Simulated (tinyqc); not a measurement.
Gamma, L and X subbands of a thin body with non-parabolic valleys, step by step. Values are carried at full precision from step to step, so a last printed digit may differ when a step is redone from the rounded ones.

Hard walls, flat band, c = hbar^2/2m0, energies from the bulk Gamma edge. For a valley at angle theta to the normal 1/m_z = cos^2/ml + sin^2/mt and m_d = sqrt(ml mt^2/m_z). Subband n starts at E_v + e with e (1 + a e) = c (n pi/t)^2/m_z, and its density-of-states mass is taken as m_d (1 + 2 a e), without further growth at higher in-plane energy. Groups are named by valley and degeneracy.

Constants: hbar^2/2m0 = 3.80998211 eV angstrom^2; kB = 8.617333262e-05 eV/K.

Values chosen for the exercise (near those of a thin GaSb channel; not measured data): face = 100 (surface); mG = 0.0385 m0 (Gamma mass); aG = 1.16 1/eV (Gamma non-parabolicity); EL = 0.086 eV (L edge above Gamma); mL = (1.291, 0.1) m0 (L valleys (four, along <111>): ml, mt); EX = 0.359 eV (X edge above Gamma); mX = (1.507, 0.213) m0 (X valleys (three, along <100>): ml, mt); aS = 0.54 1/eV (non-parabolicity of L and X); t = 62 angstrom (body thickness); Ns = 2.4 x 1e12/cm^2 (sheet density); T = 300 K (temperature); eot = 13 angstrom (equivalent oxide thickness).

## Valley groups

List degeneracy, edge, m_z, m_d and a.

Groups:
```
group  g  E_v (eV)     m_z     m_d  a (1/eV)
G1     1     0.000  0.0385  0.0385      1.16
L4     4     0.086  0.1444  0.2990      0.54
X1     1     0.359  1.5070  0.2130      0.54
X2     2     0.359  0.2130  0.5666      0.54
```

## Subband edges

n = 1 to 8 for each group; list the ten lowest.

Subbands:
```
subband  g  E (eV)  DOS mass
L4 n=1   4  0.1514    0.3201
G1 n=1   1  0.2052    0.0568
L4 n=2   4  0.3259    0.3765
X1 n=1   1  0.3655    0.2145
X1 n=2   1  0.3846    0.2189
X2 n=1   2  0.4038    0.5940
X1 n=3   1  0.4157    0.2260
X1 n=4   1  0.4576    0.2357
X1 n=5   1  0.5091    0.2475
X2 n=2   2  0.5274    0.6696
```

The lowest subband is L4 n=1, 54 meV below G1 n=1; in the bulk the lowest valley is Gamma.

## Filling and quantum capacitance

n_i = g m/(2 pi c) kB T ln(1 + exp((EF - E_i)/kB T)), sum n_i = Ns (1e12/cm^2 = 1e-4/angstrom^2), c = hbar^2/2m0. Quantum capacitance Cq = 1602.176634 sum g m/(2 pi c) f_i in microfarad/cm^2 with f_i = 1/(1 + exp((E_i - EF)/kB T)); Cox = 34.5313/eot (one gate); C/Cox = Cq/(Cq + Cox), the centroid term left out.

Over the ten listed subbands, named by valley (G, L, X), degeneracy and number.

EF = 0.1082 eV

n_i in the order of the list (1e12/cm^2): 2.382  0.014  0.004  0.000  0.000  0.000  0.000  0.000  0.000  0.000

Cq = 13.67 microfarad/cm^2
Cox = 2.656 microfarad/cm^2
C/Cox = 0.837

EF lies 43 meV below the lowest edge; Gamma holds 1 % of the electrons. EF lies below the edge, so Cq is near e^2 Ns/kB T, set by Ns more than by the density of states; 16 % of the gate capacitance is lost.

## Checks

- Cq against the slope dNs/dEF by finite differences, microfarad/cm^2: both 13.67.

(tinyqc, `OMP_NUM_THREADS=1 python tinyqc.py 1280776 1280777 out.jsonl`, Intel(R) Xeon(R) Processor @ 2.30GHz, 1 thread, shared host, about 0.02 s.)
